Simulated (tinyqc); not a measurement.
Inputs raised by 5 %, one at a time: oxidation of curved silicon (wires and holes): cylindrical Deal-Grove kinetics with stress-retarded reaction. Computed by tinyqc, a small Python program. Command: `OMP_NUM_THREADS=1 python tinyqc.py 3015774 3015775 out.jsonl wireox sens`. One thread of a shared host (Intel(R) Xeon(R) Processor @ 2.30GHz), about 0.03 s of CPU time with the checks.

Silicon fills r < a and oxide a < r < b. One volume of silicon gives 2.25 volumes of oxide, and the length is fixed.

Inputs (values chosen for the exercise, close to those used for silicon in dry oxygen):
```
quantity                       value        unit
prefactor B0                     821      um^2/h
activation energy E_B           1.23          eV
prefactor (B/A)0            5.63e+06        um/h
activation energy E_A           1.98          eV
starting silicon radius a0        11          nm
starting oxide x_i                 2          nm
viscosity prefactor eta0     2.5e-08        Pa s
viscosity energy E_eta          5.47          eV
critical shear stress s_c         30         MPa
activation volume V_k            9.4  angstrom^3
temperature T                    975           C
time t                          0.15           h
```

Shape: wire (convex).

Constants: k_B = 8.617333262e-05 eV/K.

Method:
- B = B0 exp(-E_B/(k_B T)), B/A = (B/A)0 exp(-E_A/(k_B T)), eta = eta0 exp(E_eta/(k_B T)); 1 um = 1000 nm.
- Temperatures in kelvin are T(C) + 273.15.
- Geometry: b^2 = b0^2 + 1.25 (a0^2 - a^2), b0 = a0 + x_i.
- Rate of oxide made per interface area: q = 1/[1/k + 2 a |ln(b/a)|/B], and |da/dt| = q/2.25. Reaction k = (B/A) exp(-sigma V_k/(k_B T)). New oxide pushes the old with radial speed u = 1.25 |da/dt| at r = a; the shear stress at radius r is s_c asinh(z a^2/r^2), z = 2 eta u/(a s_c) (Eyring flow), and the compressive normal stress at the interface is sigma = |int_a^b 2 s/r dr| = s_c |F(z) - F(z a^2/b^2)|, F(y) = int_0^y asinh(w)/w dw. q and sigma are solved together. 1 MPa angstrom^3 = 6.241509e-6 eV.
- Integrate da/dt adaptively (tolerance 1e-8); a wire counts as consumed at a = 0.5 nm and a hole as closed at b = 0.5 nm. Planar reference: x^2 + A x = B t + x_i^2 + A x_i, A = B/(B/A).

Runs; columns: (1) input moved; (2) from; (3) to; (4) oxide thickness (nm); (5) silicon radius a (nm); (6) normal stress at time t (MPa); (7) ratio to the planar thickness:
```
(1)                                     (2)        (3)    (4)    (5)    (6)     (7)
base run                                  -          -  7.768  7.836  403.6  0.7817
prefactor (B/A)0 (um/h)             5630000    5911500  7.987  7.701  418.3  0.7765
prefactor B0 (um^2/h)                   821     862.05  7.777  7.831  404.2  0.7806
starting silicon radius a0 (nm)          11      11.55  7.841  8.370  386.1  0.7890
viscosity prefactor eta0 (Pa s)     2.5e-08  2.625e-08  7.765  7.838  405.4  0.7814
critical shear stress s_c (MPa)          30       31.5  7.740  7.853  419.6  0.7789
activation volume V_k (angstrom^3)      9.4       9.87  7.737  7.855  401.4  0.7786
```

Exponents ln(y'/y) / ln(x'/x):
```
input                       oxide thickness  silicon radius a  normal stress at time t  ratio to the planar thickness
prefactor (B/A)0                      0.571            -0.358                    0.736                         -0.136
prefactor B0                          0.024            -0.015                    0.032                         -0.029
starting silicon radius a0            0.191             1.350                   -0.907                          0.191
viscosity prefactor eta0             -0.008             0.005                    0.091                         -0.008
critical shear stress s_c            -0.074             0.045                    0.796                         -0.074
activation volume V_k                -0.082             0.050                   -0.113                         -0.082
```

Which inputs matter most for each result?

Among the inputs moved here: oxide thickness answers most in size to prefactor (B/A)0 (exponent +0.571), next to starting silicon radius a0 (+0.191). Silicon radius a answers most in size to starting silicon radius a0 (exponent +1.350), next to prefactor (B/A)0 (-0.358). Normal stress at time t answers most in size to starting silicon radius a0 (exponent -0.907), next to critical shear stress s_c (+0.796). Ratio to the planar thickness answers most in size to starting silicon radius a0 (exponent +0.191), next to prefactor (B/A)0 (-0.136).

Caution (all rows): planar dry oxides this thin grow faster than Deal-Grove predicts. Caution (all rows): the oxide is taken as a purely viscous fluid in steady flow; elasticity, stress-dependent diffusion and thin-oxide enhancement are left out.
